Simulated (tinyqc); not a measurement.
The gap of an alloy series: thresholds of impact ionisation and Auger recombination from band masses.

Parabolic bands, no phonon. At threshold the three slow carriers share one velocity. With M their total mass and m4 the mass of the fast carrier, the fast carrier has the kinetic energy E_T = G M/(M - m4) and the slow ones together E_a = G m4/(M - m4), the activation energy of the Auger rate. CCCH (fast electron): G = Eg, M = 2 me + mh, m4 = me. CHHS (hole into the split-off band): G = Eg - Dso, M = 2 mh + me, m4 = ms; this form holds for Eg > Dso (below, the process needs about Dso - Eg and is marked by a dash). CHHL (hole into the light band): G = Eg, M = 2 mh + me, m4 = ml. CHHH (fast heavy hole): G = Eg, M = 2 mh + me, m4 = mh.

Non-parabolic fast electron: E (1 + alpha E) = c k^2/me with alpha = (1 - me)^2/Eg; the slow carriers stay parabolic, so E_T = Eg + me E_T (1 + alpha E_T)/M, M = 2 me + mh (the root between Eg and 1.9 Eg).

Constants: kB = 8.617333262e-05 eV/K; hc = 1239.841984 eV nm.

Parameters, chosen for this exercise (near those of GaSb, gap at low temperature and not tied to T; the results hold for these values, not for the real material): Eg = 0.83 eV (gap at Gamma to the s-like level); Dso = 0.746 eV (spin-orbit splitting); me = 0.0391 m0 (electron mass at Gamma); mh = 0.32 m0 (heavy-hole mass); ms = 0.133 m0 (split-off mass); ml = 0.0438 m0 (light-hole mass); T = 350 K (temperature).

Eg is varied with me and ml proportional to it; mh, ms and Dso are kept. E_a of three processes; wavelength hc/Eg.

Results:

| Eg (eV) | wavelength (micrometre) | me | CCCH (meV) | CCCH non-parabolic (meV) | CHHS (meV) | CHHL (meV) | log10 exp(-E_a/kT), non-parabolic |
|---|---|---|---|---|---|---|---|
| 0.249 | 4.98 | 0.0117 | 8.8 | 18.7 | - | 5.1 | -0.27 |
| 0.415 | 2.99 | 0.0196 | 23.9 | 53.1 | - | 14.3 | -0.76 |
| 0.622 | 1.99 | 0.0293 | 52.2 | 122.6 | - | 32.1 | -1.77 |
| 0.830 | 1.49 | 0.0391 | 90.4 | 225.3 | 20.5 | 57.2 | -3.24 |
| 1.037 | 1.20 | 0.0489 | 137.3 | 364.2 | 69.6 | 89.5 | -5.24 |
| 1.328 | 0.93 | 0.0626 | 217.2 | 633.5 | 135.9 | 147.1 | -9.12 |
| 1.660 | 0.75 | 0.0782 | 326.0 | 1081.5 | 207.7 | 230.6 | -15.57 |

E_a of CCCH goes nearly as Eg^2 (power 1.90 over the table), as both G and me grow; the non-parabolic value goes with the power 2.14, and its Boltzmann factor spans 15.3 decades; rows with E_a far above kT are formal, since phonon-assisted processes and side valleys rule there. CHHS is resonant at Eg = Dso = 0.746 eV, with no activation, and is the easiest process near there; it has the lowest E_a of the parabolic values for Eg = 0.83, 1.037, 1.328 and 1.66 eV.

Run: tinyqc, `OMP_NUM_THREADS=1 python tinyqc.py 1880360 1880361 out.jsonl`; Intel(R) Xeon(R) Processor @ 2.30GHz, one thread, shared host; about 0.01 s of CPU time with all checks.
